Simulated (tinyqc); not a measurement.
Inside a calculation. Method: MP2 on RHF in the sto-6g basis, frozen core, for BeH+, spin multiplicity 1. One step of it, computed by the program tinyqc.

Problem. Second-order Moller-Plesset energy. E2 = sum_ijab (ia|jb) [2 (ia|jb) - (ib|ja)] / (e_i + e_j - e_a - e_b) over occupied i, j and virtual a, b; the opposite-spin part is (ia|jb)^2 / denominator, the rest is same-spin, and SCS-MP2 scales them by 6/5 and 1/3.

orbital energies (hartree): [-5.096204, -0.757713, -0.267563, -0.150488, -0.150488, 0.403614]

Two-electron integrals over orbitals (pq|rs), unique and non-zero (hartree); the lowest 1 orbital is frozen and left out:
```
(22|22) 0.549790    (32|22) -0.064652   (32|32) 0.029045    (33|22) 0.320231
(33|32) 0.025326    (33|33) 0.476300    (42|42) 0.042408    (43|42) 0.030030
(43|43) 0.052895    (44|22) 0.374803    (44|32) 0.015222    (44|33) 0.401634
(44|44) 0.450117    (52|52) 0.042408    (53|52) 0.030030    (53|53) 0.052895
(54|54) 0.024258    (55|22) 0.374803    (55|32) 0.015222    (55|33) 0.401634
(55|44) 0.401601    (55|55) 0.450117    (62|22) 0.073131    (62|32) -0.044163
(62|33) -0.027923   (62|44) -0.048384   (62|55) -0.048384   (62|62) 0.122945
(63|22) -0.056133   (63|32) 0.023755    (63|33) 0.057102    (63|44) 0.013012
(63|55) 0.013012    (63|62) -0.042733   (63|63) 0.043613    (64|42) -0.030537
(64|43) -0.016309   (64|64) 0.027658    (65|52) -0.030537   (65|53) -0.016309
(65|65) 0.027658    (66|22) 0.540240    (66|32) -0.061111   (66|33) 0.352023
(66|44) 0.379671    (66|55) 0.379671    (66|62) 0.100054    (66|63) -0.052650
(66|66) 0.573703
```

Hartree-Fock energy = -14.82183663 hartree

Give: Terms; Pair energies; MP2 correlation energy; SCS-MP2 correlation energy; MP2 total energy.

Solution.

Terms:
```
i  j  a  b  (ia|jb)  (ib|ja)  denominator       term
2  2  6  6    0.123    0.123       -2.323     -0.007
2  2  4  4    0.042    0.042       -1.214  -1.48e-03
2  2  5  5    0.042    0.042       -1.214  -1.48e-03
2  2  6  3   -0.044   -0.044       -1.651  -1.18e-03
2  2  3  6   -0.044   -0.044       -1.651  -1.18e-03
2  2  3  3    0.029    0.029       -0.980  -8.61e-04
```

Pair energies (hartree; pair i-j sums ij and ji):
```
pair  opposite spin  same spin
2-2          -0.013          0
```

MP2 correlation energy = -0.01269 hartree

SCS-MP2 correlation energy = -0.01523 hartree

MP2 total energy = -14.83453 hartree
